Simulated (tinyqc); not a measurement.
Layer against dose: implant damage, amorphisation by cascade overlap, and solid-phase epitaxial regrowth. Computed by tinyqc, a small Python program. Command: `OMP_NUM_THREADS=1 python tinyqc.py 3111385 3111386 out.jsonl sper walk`. One thread of a shared host (Intel(R) Xeon(R) Processor @ 2.30GHz), about 0.01 s of CPU time with the checks.

Range and width of the damage are inputs. Dynamic annealing enters only through the surviving share f.

Inputs (values chosen for the exercise, modelled on silicon ions in silicon):
```
quantity                         value    unit
atomic density N                  49.9  1/nm^3
ion Z1                              14       -
ion mass M1                         28       u
target Z2                           14       -
target mass M2                   28.09       u
ion energy E                        13     keV
displacement energy E_d             17      eV
depth of the damage peak R_d        11      nm
width of the damage profile s_d      6      nm
share of defects that survive f   0.96       -
critical displaced share x_c      0.16       -
dose Q                           5e+14  1/cm^2
```

Constants: a_0 = 0.529177210903 angstrom; e^2/(4 pi eps_0) = 14.39964548 eV angstrom.

Method. Robinson partition: eps = E a M2/(Z1 Z2 (e^2/(4 pi eps_0)) (M1 + M2)), a = 0.8853 a_0/sqrt(Z1^(2/3) + Z2^(2/3)); k = 0.0793 Z1^(2/3) Z2^(1/2) (M1 + M2)^(3/2)/((Z1^(2/3) + Z2^(2/3))^(3/4) M1^(3/2) M2^(1/2)); damage energy T_d = E/(1 + k (eps + 0.40244 eps^(3/4) + 3.4008 eps^(1/6))); displacements nu = 0.8 T_d/(2 E_d). Displaced share x(z) = f nu Q exp(-(z - R_d)^2/(2 s_d^2))/(sqrt(2 pi) s_d N); the layer is amorphous where x > x_c, between R_d -/+ s_d sqrt(2 ln(x_max/x_c)), the upper edge being cut at the surface. Threshold dose Q_c = Q x_c/x_max.

threshold dose Q_c = 6.06360e+13 1/cm^2

displacements per ion nu = 206.281

Dose series; the last column is f nu Q erfc((z2 - R_d)/(sqrt2 s_d))/2:
```
Q (1/cm^2)   x_max  upper edge (nm)  lower edge (nm)  displaced atoms beyond z2 (1/cm^2)
6.67e+13    0.1760           8.3803           13.620                          4.3746e+15
9.10e+13    0.2401           5.5935           16.406                          3.3117e+15
1.52e+14    0.4011           2.8657           19.134                          2.6366e+15
2.43e+14    0.6412           1.0026           20.997                          2.3018e+15
4.24e+14    1.1188           0.0000           22.833                          2.0396e+15
7.28e+14    1.9210           0.0000           24.377                          1.8582e+15
1.52e+15    4.0108           0.0000           26.230                          1.6763e+15
3.03e+15    7.9953           0.0000           27.782                          1.5478e+15
```

A dose 45 times larger moves the lower edge from 13.6 to 27.8 nm, as the root of a logarithm, and the damage beyond it falls by a factor 2.8, since the edge lies on an ever steeper tail. The layer reaches the surface at Q_c exp(R_d^2/(2 s_d^2)) = 3.26e14 per cm^2.
